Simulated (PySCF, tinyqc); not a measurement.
Worked calculation: RHF in the sto-3g basis, for Be, spin multiplicity 1. This run ends on a higher stationary point, not on the lowest solution. The lowest restricted solution is unstable here: a spin-polarised one lies 0.0012 hartree lower (PySCF). One step of it, computed by the program tinyqc.

Problem. Iteration 4: building the Fock matrix. J_ij = sum D_kl (ij|kl), K_ij = sum D_kl (ik|jl); F = H + J - 0.5 K; E = tr D H + tr D J / 2 - 0.25 tr D K + E_nn.

D after iteration 3, lower triangle:
```
           1Be 1s    1Be 2s   1Be 2px   1Be 2py   1Be 2pz
1Be 1s   1.964736
1Be 2s   0.063933  0.002080
1Be 2px  0.000000  0.000000  2.000000
1Be 2py  0.000000  0.000000  0.000000  0.000000
1Be 2pz  0.000000  0.000000  0.000000  0.000000  0.000000
```

core Hamiltonian H = T + V (hartree), lower triangle:
```
            1Be 1s     1Be 2s    1Be 2px    1Be 2py    1Be 2pz
1Be 1s   -7.867117
1Be 2s   -1.932258  -2.102157
1Be 2px   0.000000   0.000000  -1.634157
1Be 2py   0.000000   0.000000   0.000000  -1.634157
1Be 2pz   0.000000   0.000000   0.000000   0.000000  -1.634157
```

Two-electron integrals (ij|kl) in chemists' order, unique and non-zero (hartree):
```
(11|11) 2.298831   (21|11) 0.392036   (21|21) 0.079539   (22|11) 0.570988
(22|21) 0.143041   (22|22) 0.417683   (31|31) 0.014607   (32|31) 0.021888
(32|32) 0.092265   (33|11) 0.569578   (33|21) 0.143083   (33|22) 0.417589
(33|33) 0.449859   (41|41) 0.014607   (42|41) 0.021888   (42|42) 0.092265
(43|43) 0.024249   (44|11) 0.569578   (44|21) 0.143083   (44|22) 0.417589
(44|33) 0.401360   (44|44) 0.449859   (51|51) 0.014607   (52|51) 0.021888
(52|52) 0.092265   (53|53) 0.024249   (54|54) 0.024249   (55|11) 0.569578
(55|21) 0.143083   (55|22) 0.417589   (55|33) 0.401360   (55|44) 0.401360
(55|55) 0.449859
```

nuclear repulsion = 0 hartree

Give: Coulomb J; exchange K; Fock matrix F; total energy of this density.

Solution.

Coulomb J (hartree), lower triangle:
```
         1Be 1s  1Be 2s  1Be 2px  1Be 2py  1Be 2pz
1Be 1s   5.7071
1Be 2s   1.0669  1.9762
1Be 2px  0.0000  0.0000   2.0380
1Be 2py  0.0000  0.0000   0.0000   1.9410
1Be 2pz  0.0000  0.0000   0.0000   0.0000   1.9410
```

exchange K (hartree), lower triangle:
```
         1Be 1s  1Be 2s  1Be 2px  1Be 2py  1Be 2pz
1Be 1s   4.5961
1Be 2s   0.8559  0.3600
1Be 2px  0.0000  0.0000   0.9314
1Be 2py  0.0000  0.0000   0.0000   0.0802
1Be 2pz  0.0000  0.0000   0.0000   0.0000   0.0802
```

Fock matrix F (hartree), lower triangle:
```
          1Be 1s   1Be 2s  1Be 2px  1Be 2py  1Be 2pz
1Be 1s   -4.4581
1Be 2s   -1.2933  -0.3060
1Be 2px   0.0000   0.0000  -0.0619
1Be 2py   0.0000   0.0000   0.0000   0.2667
1Be 2pz   0.0000   0.0000   0.0000   0.0000   0.2667
```

total energy of this density = -14.012692 hartree
